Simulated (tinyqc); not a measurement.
AlGaN/GaN HEMT with access regions, lumped model: one step of the calculation.

A polarisation-induced electron sheet under a Schottky gate, in series with two ungated access regions and contacts. Drift law v = mu E/(1 + mu E/vs) under the gate. Currents in mA/mm, resistances in ohm mm. No self-heating, no channel-length modulation; fits for polarisation, barrier and offset are chosen for the exercise.

Task. Polarisation charge, threshold and sheet resistance. sigma = (5e13 x + 1.6e13 x^2) cm^-2, phiB = 0.84 + 1.3 x, dEc = 0.7 (1.71 x + x^2) in volts, Cb = eps0 eps_r/d, VT = phiB - dEc - q sigma/Cb, access density n0 = -Cb VT/q. Rsh = 1/(q mu n0); largest access current q n0 vs.

Inputs (values chosen for the exercise); values close to those of AlGaN/GaN structures:

| symbol | value | unit | meaning |
|---|---|---|---|
| x | 0.16 |  | aluminium share of the barrier |
| d | 30 | nm | barrier thickness |
| eps_r | 9.2 |  | relative permittivity of barrier and channel |
| mu | 1700 | cm^2/(V s) | channel mobility |
| vs | 1.3e7 | cm/s | saturation velocity |

Constants: q = 1.602176634e-19 C, eps0 = 8.8541878128e-14 F/cm where lengths are in cm. Results are converted to the units shown.

Wanted: sigma; Cb; VT; n0; Rsh; q n0 vs.

Result.

sigma = 8.410e12 cm^-2
Cb = 0.2715 uF/cm^2
VT = -4.124 V
n0 = 6.988e12 cm^-2
Rsh = 525.4 ohm
q n0 vs = 1456 mA/mm

tinyqc, about 0.04 s, one thread, Intel Xeon 2.30GHz (shared host): `OMP_NUM_THREADS=1 python tinyqc.py 2570081 2570082 out.jsonl`
